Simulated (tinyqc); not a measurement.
MP2 on RHF in the sto-6g basis, for H2, spin multiplicity 1, step by step. One step of it, computed by the program tinyqc.

Question. Iteration 3 (converged): orbitals. Diagonalise F' = X^T F X, C = X C', fill 1 alpha and 1 beta electrons from the bottom; D = 2 C_occ C_occ^T. Each column has its largest component positive (the first on a tie).

converged F (hartree):
```
           1H 1s      2H 1s
1H 1s  -0.313087  -0.545297
2H 1s  -0.545297  -0.313087
```

X:
```
           1H 1s      2H 1s
1H 1s   1.176831  -0.383610
2H 1s  -0.383610   1.176831
```

Give: F' = X^T F X; orbital energies; coefficients C; D after iteration 3.

Answer.

F' = X^T F X (hartree):
```
         1        2
1   0.0127  -0.5528
2  -0.5528   0.0127
```

orbital energies (hartree): MO1 -0.5401, MO2 0.5654

coefficients C:
```
          MO1      MO2
1H 1s  0.5609   1.1034
2H 1s  0.5609  -1.1034
```

D after iteration 3:
```
        1H 1s   2H 1s
1H 1s  0.6292  0.6292
2H 1s  0.6292  0.6292
```
